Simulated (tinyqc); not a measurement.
# Changing the temperature T

Model: thermal boundary conductance by the acoustic and diffuse mismatch models. Computed by tinyqc, a small Python program. Command: `OMP_NUM_THREADS=1 python tinyqc.py 3027476 3027477 out.jsonl kapitza sweep`. One thread of a shared host (Intel(R) Xeon(R) Processor @ 2.30GHz), about 0.01 s of CPU time with the checks.

Each side has one longitudinal and two transverse Debye branches, omega = v q up to q_D = (6 pi^2 n)^(1/3), with n counting all atoms. Scattering at the interface is elastic. Electrons are left out of G, also for metals. Melting is ignored. G refers to the temperatures of the phonons sent towards the interface. Linear branches over all atoms overstate G at high T, most for crystals with several atoms a cell.

Inputs (values chosen for the exercise, modelled on aluminium nitride (side 1) and copper (side 2)): density rho_1 = 3.25 g/cm^3; longitudinal velocity vL_1 = 11100 m/s; transverse velocity vT_1 = 6320 m/s; atom density n_1 = 98.2 1/nm^3; conductivity kappa_1 = 307 W/(m K); density rho_2 = 8.89 g/cm^3; longitudinal velocity vL_2 = 4870 m/s; transverse velocity vT_2 = 2430 m/s; atom density n_2 = 84.7 1/nm^3; conductivity kappa_2 = 397 W/(m K); thickness d_1 = 1900 nm; thickness d_2 = 3100 nm; heat flux J = 0.16 kW/cm^2.

Structure: film on a substrate.

Constants: hbar = 1.054571817e-34 J s; k_B = 1.380649e-23 J/K.

Method:
- omega_c = v q_D for each branch, given as hbar omega_c/k_B; impedance Z = rho v.
- No mode conversion. t(theta) = 4 Z_1 Z_2 cos(theta_1) cos(theta_2)/N^2, with N = Z_2 cos(theta_1) + Z_1 cos(theta_2) for L (the form for pressure waves) and N = Z_1 cos(theta_1) + Z_2 cos(theta_2) for both T branches (the form for shear waves polarised along the interface); sin(theta_2) = (v_2/v_1) sin(theta_1), and t = 0 beyond the critical angle arcsin(v_1/v_2); the mean over the incoming flux is alpha = 2 int t sin(theta_1) cos(theta_1) d theta_1 (64 Gauss-Legendre points).
- G = (k_B^4 T^3/(8 pi^2 hbar^3)) int W(x) x^4 e^x/(e^x - 1)^2 dx, x = hbar omega/(k_B T). Acoustic mismatch: W = sum over the three branches of alpha(1 to 2)/v_1^2, each up to the lower of its two cut-offs. Diffuse mismatch: W = S_1 S_2/(S_1 + S_2), where S_i sums 1/v^2 over the branches of side i still below their cut-off. Radiation limit: W = min(S_1, S_2). The integral is split at the four cut-offs (64 Gauss-Legendre points a piece, x at most 45).
- Boundary resistance R = 1/G and Kapitza length kappa_2/G use the diffuse value.
- In series: Delta T = J (d_1/kappa_1 + R + d_2/kappa_2), with bulk conductivities in the layers and one-dimensional flow.

One run for each value; columns: (1) temperature T (K); (2) G, diffuse mismatch (MW/(m^2 K)); (3) G, acoustic mismatch (MW/(m^2 K)); (4) Kapitza length in side 2 (nm); (5) interface share of film plus interface:
```
(1)           (2)         (3)         (4)      (5)
3.0    1.3891e-02  1.4655e-02  2.8579e+07  0.99991
5.7    9.5279e-02  1.0052e-01  4.1667e+06  0.99941
11.0   6.8478e-01  7.2242e-01  5.7975e+05  0.99578
20.0   4.1150e+00  4.3406e+00  9.6476e+04  0.97516
38.0   2.7142e+01  2.7880e+01  1.4627e+04  0.85618
71.0   1.3211e+02  1.0980e+02  3.0051e+03  0.55017
130.0  3.9690e+02  2.4310e+02  1.0003e+03  0.28932
250.0  7.1021e+02  3.6795e+02  5.5899e+02  0.18534
480.0  8.6407e+02  4.2486e+02  4.5945e+02  0.15754
900.0  9.1376e+02  4.4288e+02  4.3447e+02  0.15026
```

Describe and explain the trends.

Over the rows, G, diffuse mismatch (MW/(m^2 K)) rises from 0.0139 to 914 (exponent d ln y / d ln x 3.0 between the first rows and 0.089 between the last); G, acoustic mismatch (MW/(m^2 K)) rises from 0.0147 to 443 (exponent d ln y / d ln x 3.0 between the first rows and 0.066 between the last); Kapitza length in side 2 (nm) falls from 2.86e7 to 434 (exponent d ln y / d ln x -3.0 between the first rows and -0.089 between the last). At the low end the exponent of G, diffuse mismatch is 3.00, close to 3: the T^3 law of long waves. At the low end the exponent of G, acoustic mismatch is 3.00, close to 3: the T^3 law of long waves. G follows the heat capacity of the modes that both sides share: T^3 while only long waves are excited, flat once k_B T passes the shared cut-offs. The conductivities are held fixed here.

Caution (rows 3.00, 5.70, 11.0, 20.0, 38.0, 71.0, 130): kappa_2 is of room-temperature size, so the Kapitza length is only nominal at this T. Caution (rows 3.00, 5.70): the rise is not small against T, so constant conductivities fail; a rise of thousands of kelvin would destroy the stack. Caution (rows 3.00, 5.70, 11.0, 20.0, 38.0, 71.0, 130): the conductivities are of room-temperature size; at this T real values can differ much and free paths can be long. Caution (rows 3.00, 5.70, 11.0, 20.0, 38.0, 71.0): R from emitted-phonon temperatures is too large for use in series with Fourier layers, by up to a factor of about 2. Caution (rows 130, 250, 480, 900): at this temperature short waves carry the heat; linear branches up to q_D overstate their velocity, and inelastic processes, left out here, grow with T.
